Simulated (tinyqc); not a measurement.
Worked calculation: six-band Luttinger-Kohn model with strain. Values are carried at full precision from step to step, so a last printed digit may differ when a step is redone from the rounded ones.

Constants: hbar^2/2m0 = 3.80998211 eV angstrom^2.

Inputs chosen for the exercise (near those of Ge; the results hold for these values, not for the real material): C11 = 129.2 GPa; C12 = 48.5 GPa; C44 = 67.1 GPa; load = uniaxial [110] (kind of stress); X = -0.6 GPa (stress); Dso = 0.291 eV (spin-orbit splitting); g1 = 13.38 (Luttinger gamma1); g2 = 4.23 (gamma2); g3 = 5.69 (gamma3); av = 1.24 eV (valence hydrostatic potential); b = -2.57 eV (tetragonal shear potential); d = -5.31 eV (trigonal shear potential); k = (0.008, 0.027, 0.044) 1/angstrom (wave vector); kmax = 0.03 1/angstrom (end of the path).

## Strain from a uniaxial [110] stress

s11 = (C11 + C12)/((C11 - C12)(C11 + 2 C12)), s12 = -C12/((C11 - C12)(C11 + 2 C12)), s44 = 1/C44; exx = s11 sxx + s12 (syy + szz) and cyclic, exy = s44 sxy/2; tension is positive. A uniaxial stress X along the unit vector n is s_ij = X n_i n_j.

s11, s12, s44 (1/TPa): 9.7347  -2.6569  14.9031

strain tensor:
```
           x          y         z
x  -0.002123  -0.002235  0.000000
y  -0.002235  -0.002123  0.000000
z   0.000000   0.000000  0.001594
```

The volume changes by -0.265 %; there is shear in the cubic axes, so d enters.

## The terms P, Q, R, S at one k

P = c g1 k^2 - av tr(e); Q = c g2 (kx^2 + ky^2 - 2 kz^2) - (b/2)(exx + eyy - 2 ezz); R = c sqrt3 [-g2 (kx^2 - ky^2) + 2i g3 kx ky] + (sqrt3/2) b (exx - eyy) - i d exy; S = 2 c sqrt3 g3 (kx - i ky) kz - d (exz - i eyz); c = hbar^2/2m0, e the strain tensor (not engineering shear).

Form the four terms.

Terms (eV):

| term | from k | from strain |
|---|---|---|
| P | 0.13912 | 0.00329 |
| Q | -0.04962 | -0.00955 |
| R | 0.01856+0.01622i | -0.01187i |
| S | 0.02643-0.08922i | 0.00000 |

## The Hamiltonian

Six-band Luttinger-Kohn model in the basis |3/2,3/2>, |3/2,1/2>, |3/2,-1/2>, |3/2,-3/2>, |1/2,1/2>, |1/2,-1/2>, electron energies, zero at the top of the unstrained valence band. H = -[rows: (P+Q, -S, R, 0, -S/r2, r2 R); (-S*, P-Q, 0, R, -r2 Q, r32 S); (R*, 0, P-Q, S, r32 S*, r2 Q); (0, R*, S*, P+Q, -r2 R*, -S*/r2); (-S*/r2, -r2 Q, r32 S, -r2 R, P+Dso, 0); (r2 R*, r32 S*, r2 Q, -S/r2, 0, P+Dso)], r2 = sqrt(2), r32 = sqrt(3/2). Levels are twofold.

Each term is the sum of its two parts.

H(k) (eV):
```
                  3/2,3/2          3/2,1/2         3/2,-1/2         3/2,-3/2          1/2,1/2         1/2,-1/2
3/2,3/2           -0.0832   0.0264-0.0892i  -0.0186-0.0044i                0   0.0187-0.0631i  -0.0263-0.0062i
3/2,1/2    0.0264+0.0892i          -0.2016                0  -0.0186-0.0044i          -0.0837  -0.0324+0.1093i
3/2,-1/2  -0.0186+0.0044i                0          -0.2016  -0.0264+0.0892i  -0.0324-0.1093i           0.0837
3/2,-3/2                0  -0.0186+0.0044i  -0.0264-0.0892i          -0.0832   0.0263-0.0062i   0.0187+0.0631i
1/2,1/2    0.0187+0.0631i          -0.0837  -0.0324+0.1093i   0.0263+0.0062i          -0.4334                0
1/2,-1/2  -0.0263+0.0062i  -0.0324-0.1093i           0.0837   0.0187-0.0631i                0          -0.4334
```

## Levels and their make-up

Diagonalise H. The weights add +m and -m and are averaged over each pair; m is taken along z.

levels from the top, each twofold (eV): -0.0279  -0.1656  -0.5247

weights:
```
               top  second  third
|3/2,+-3/2>  0.737   0.209  0.053
|3/2,+-1/2>  0.254   0.548  0.198
|1/2,+-1/2>  0.009   0.242  0.749
```

The top pair is 74 % |3/2,+-3/2>, the second pair is 55 % |3/2,+-1/2> and the third pair is 75 % |1/2,+-1/2>.

## Band edges at k = 0
Diagonalise H at k = 0. The weights add +m and -m (m along z) and are averaged over each pair.

edges from the top (eV): 0.0134  -0.0184  -0.2958

weights at k = 0:
```
               top  second  third
|3/2,+-3/2>  0.801   0.196  0.003
|3/2,+-1/2>  0.194   0.804  0.002
|1/2,+-1/2>  0.005   0.000  0.995
```

The stress splits the top two pairs by 31.8 meV, 1.23 times kT at 300 K (25.85 meV); the third lies 309.2 meV below the top, against Dso = 291 meV without stress.

## Polarisation of the edge transitions

In the basis X, Y, Z times spin, H(k = 0) has -Dso/3 + l exx + m (eyy + ezz) on the diagonal (cyclic) and n exy off it, l = av + 2 b, m = av - b, n = sqrt(3) d. Spin-orbit term (Dso/3) L.sigma on X, Y, Z with (L_k)_ij = -i epsilon_kij: <X+|H|Y+> = -i Dso/3, <X+|H|Z-> = Dso/3, <Y+|H|Z-> = -i Dso/3, <Z+|H|X-> = -Dso/3, <Z+|H|Y-> = i Dso/3, <X-|H|Y-> = i Dso/3, and their conjugates; + and - are the spin along z. The strength of a transition to an s-like conduction level for light polarised along the unit vector u is the weight of the orbital ux X + uy Y + uz Z in the valence state, summed over spin and averaged over the pair.

strain block of X, Y, Z (eV):
```
         X        Y         Z
X  0.00626  0.02056         0
Y  0.02056  0.00626         0
Z        0        0  -0.02240
```

Relative strengths:

| polarisation | top | second | third |
|---|---|---|---|
| [100] | 0.449 | 0.239 | 0.312 |
| [010] | 0.449 | 0.239 | 0.312 |
| [001] | 0.103 | 0.522 | 0.376 |
| [110] | 0.726 | 0.004 | 0.270 |
| [1-10] | 0.171 | 0.474 | 0.354 |
| [111] | 0.518 | 0.177 | 0.305 |

The top pair is strongest for light along [110] (0.726) and weakest along [001] (0.103); without strain every direction has 1/3 on average over the fourfold top. For each polarisation the three pairs add up to 1.

## Hole masses at the edges

Curvature at k = 0: m/m0 = -2 c h^2/(E(h u) + E(-h u) - 2 E(0)) with h = 0.0002 1/angstrom along the unit vector u.

Hole masses (m0):

| direction | top | second | third |
|---|---|---|---|
| [110] | 0.039 | 0.338 | 0.088 |
| [1-10] | 0.146 | 0.053 | 0.070 |
| [100] | 0.061 | 0.091 | 0.078 |
| [001] | 0.133 | 0.055 | 0.069 |

Of the directions listed, the top pair is lightest along [110] (0.039) and heaviest along [1-10] (0.146). These masses hold only for hole energies well below the splitting of 32 meV.

## Bands along [100] and [001]

Six points from 0 to kmax in each direction.

Levels (eV):

| direction | \|k\| (1/angstrom) | top | second | third | top, no stress | second, no stress |
|---|---|---|---|---|---|---|
| [100] | 0.000 | 0.0134 | -0.0184 | -0.2958 | 0.0000 | 0.0000 |
| [100] | 0.006 | 0.0112 | -0.0200 | -0.2976 | -0.0007 | -0.0030 |
| [100] | 0.012 | 0.0052 | -0.0251 | -0.3030 | -0.0027 | -0.0118 |
| [100] | 0.018 | -0.0029 | -0.0351 | -0.3124 | -0.0061 | -0.0262 |
| [100] | 0.024 | -0.0113 | -0.0513 | -0.3264 | -0.0108 | -0.0454 |
| [100] | 0.030 | -0.0196 | -0.0730 | -0.3458 | -0.0169 | -0.0686 |
| [001] | 0.000 | 0.0134 | -0.0184 | -0.2958 | 0.0000 | 0.0000 |
| [001] | 0.006 | 0.0124 | -0.0209 | -0.2978 | -0.0007 | -0.0030 |
| [001] | 0.012 | 0.0095 | -0.0285 | -0.3039 | -0.0027 | -0.0118 |
| [001] | 0.018 | 0.0053 | -0.0412 | -0.3145 | -0.0061 | -0.0262 |
| [001] | 0.024 | -0.0002 | -0.0586 | -0.3302 | -0.0108 | -0.0454 |
| [001] | 0.030 | -0.0068 | -0.0797 | -0.3520 | -0.0169 | -0.0686 |

## Checks

- Levels against the same model in the basis X, Y, Z times spin: they agree to 1e-10 or better.

Run: tinyqc, `OMP_NUM_THREADS=1 python tinyqc.py 1081059 1081060 out.jsonl`; Intel(R) Xeon(R) Processor @ 2.30GHz, one thread, shared host; about 0.03 s of CPU time with all checks.
